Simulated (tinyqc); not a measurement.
# Trench capacitor in an array: capacitance, non-linearity, leakage and relaxation: what changes with what

A film between two metal electrodes, each interface adding a series capacitance ci. The small-signal permittivity is ek (1 + aq E^2); the field is found with the linear permittivity. Leakage J = J0 sinh(E/Ef). After a voltage step the film passes a relaxation current kr C V tt^(-nr), tt being the time in seconds. The sidewall is a coaxial capacitor with radii a = dm/2 - t and b = dm/2, depth AR dm; the end face is left out.

Parameters, values chosen for the exercise; permittivity of the order of that of silicon nitride:
- ek = 7.08 (relative permittivity of the film)
- t = 8.9 nm (film thickness)
- ci = 180 uF/cm^2 (capacitance of each electrode interface (dead layer and screening))
- aq = 0.0021 cm^2/MV^2 (quadratic field coefficient of the permittivity)
- V = 2.5 V (bias)
- nr = 0.951 (exponent of the relaxation current)
- kr = 0.00078 (strength of the relaxation)
- J0 = 2.8e-11 A/cm^2 (leakage prefactor)
- Ef = 0.25 MV/cm (field for an e-fold rise of the leakage)
- dm = 82 nm (diameter of the hole)
- AR = 50 (aspect ratio, depth over diameter)
- pt = 160 nm (pitch of the square array)
- rho = 1000 uohm cm (resistivity of the inner electrode)
- t0 = 1e-8 s (duration of the write pulse)

Constants: eps0 = 8.8541878128e-14 F/cm where lengths are in cm. Results are converted to the units shown.

Each table varies one quantity; the others keep the values above.

## Capacitance, non-linearity and leakage against thickness

Planar film: Cf = eps0 ek/t, 1/C = 1/Cf + 2/ci, EOT = 3.9 eps0/C, effective permittivity C t/eps0, E = (V/t) C/Cf; quadratic coefficient [C(V)/C - 1]/V^2 with Cf (1 + aq E^2) in C(V).

Results:
```
t (nm)  C (uF/cm^2)  EOT (nm)  effective permittivity  E (MV/cm)  quadratic coefficient (ppm/V^2)  J (A/cm^2)
2.8           2.185     1.581                   6.908      8.712                          2.479e4     1.906e4
4.1           1.503     2.297                   6.962      5.996                          1.186e4      0.3645
6             1.033     3.343                   6.999      4.119                             5633    2.001e-4
8.8          0.7068     4.886                   7.024      2.819                             2648    1.103e-6
13           0.4796     7.199                   7.042      1.913                             1223    2.945e-8
28           0.2233     15.46                   7.062     0.8906                            265.9   4.932e-10
41           0.1526     22.62                   7.068     0.6087                            124.3   1.586e-10
60           0.1044     33.09                   7.072     0.4162                            58.13   7.133e-11
```

Estimate the missing row, t = 19 nm.

Computed row:
```
t (nm)  C (uF/cm^2)  EOT (nm)  effective permittivity  E (MV/cm)  quadratic coefficient (ppm/V^2)  J (A/cm^2)
19           0.3287     10.50                   7.054      1.311                            575.4    2.652e-9
```

With this row back in the table: C falls from 2.18 to 0.104 uF/cm^2 while the effective permittivity goes from 6.91 to 7.07 (ek = 7.08). EOT is a straight line in t with slope 3.9/ek = 0.551 and intercept 0.0384 nm. The quadratic coefficient goes as t^(-1.93) between the first two rows and t^(-2.00) between the last two (-2 without interfaces), and J falls by 14.4 decades. For t = 2.8 direct tunnelling, left out, would add to the leakage.

## Cell against the film thickness

Per length 1/c = ln(b/a)/(2 pi eps0 ek) + (1/a + 1/b)/(2 pi ci); cell capacitance c AR dm; per footprint over pt^2; fields c V/(2 pi eps0 ek r) at r = a and b; resistance of the inner electrode rho AR dm/(pi a^2); time constant R C/3 of the distributed line.

Result of one run:
```
t (nm)  cell capacitance (fF)  per footprint (uF/cm^2)  field at a (MV/cm)  field at b (MV/cm)  R (kohm)  R C/3 (ps)
18                      2.782                    10.87               1.873               1.051     24.67       22.88
```

What becomes of these results when the film thickness t is changed from 18 to 9.8 nm, all else the same?

Result of the changed run:
```
t (nm)  cell capacitance (fF)  per footprint (uF/cm^2)  field at a (MV/cm)  field at b (MV/cm)  R (kohm)  R C/3 (ps)
9.8                     5.870                    22.93               2.912               2.216     13.41       26.23
```

The whole series:
```
t (nm)  cell capacitance (fF)  per footprint (uF/cm^2)  field at a (MV/cm)  field at b (MV/cm)  R (kohm)  R C/3 (ps)
3                       20.77                    81.13               8.461               7.842     9.038       62.57
4                       15.46                    60.40               6.469               5.838     9.533       49.13
5.4                     11.29                    44.10               4.909               4.262     10.30       38.75
7.3                     8.158                    31.87               3.747               3.080     11.49       31.25
9.8                     5.870                    22.93               2.912               2.216     13.41       26.23
13                      4.211                    16.45               2.328               1.590     16.65       23.37
18                      2.782                    10.87               1.873               1.051     24.67       22.88
```

As t goes from 3 to 18, the cell capacitance falls from 20.8 to 2.78 fF, the capacitance per footprint falls from 81.1 to 10.9 uF/cm^2, the ratio of the two fields rises from 1.08 to 1.78 and R C/3 falls from 62.6 to 22.9 ps; the time constant goes as t^(-0.84) between the first two rows and t^(-0.06) between the last two.

## Charge lost after writing

Planar film: Cf = eps0 ek/t, 1/C = 1/Cf + 2/ci, EOT = 3.9 eps0/C, effective permittivity C t/eps0, E = (V/t) C/Cf. A capacitor written for t0 and then left open loses, as a share of C V, kr (tt^(1 - nr) - t0^(1 - nr))/(1 - nr) by relaxation and J tt/(C V) by leakage; both are taken as small, and rows far outside that range are left out.

The same in every row: leakage current (nA/cm^2) = 972.63.

Charge lost after writing:
```
tt (s)  relaxation current (nA/cm^2)  loss by relaxation (%)  loss by leakage (%)  total loss (%)
1e-6                        6.9253e5                 0.16340            5.5668e-5         0.16346
1e-5                           77525                 0.26002            5.5668e-4         0.26057
0.0001                        8678.4                 0.36817            0.0055668         0.37374
0.001                         971.50                 0.48924             0.055668         0.54491
0.01                          108.75                 0.62477              0.55668          1.1814
```

The two currents are equal at tt = 9.99e-4 s. The loss by relaxation grows from 0.163 to 0.625 %, by 0.0966 points over the first decade and 0.136 over the last, while the loss by leakage grows tenfold a decade. Relaxation is the larger loss in every row.

Numbers from tinyqc (`OMP_NUM_THREADS=1 python tinyqc.py 2102184 2102185 out.jsonl`; about 0.01 s on one thread of a shared Intel Xeon 2.30GHz).
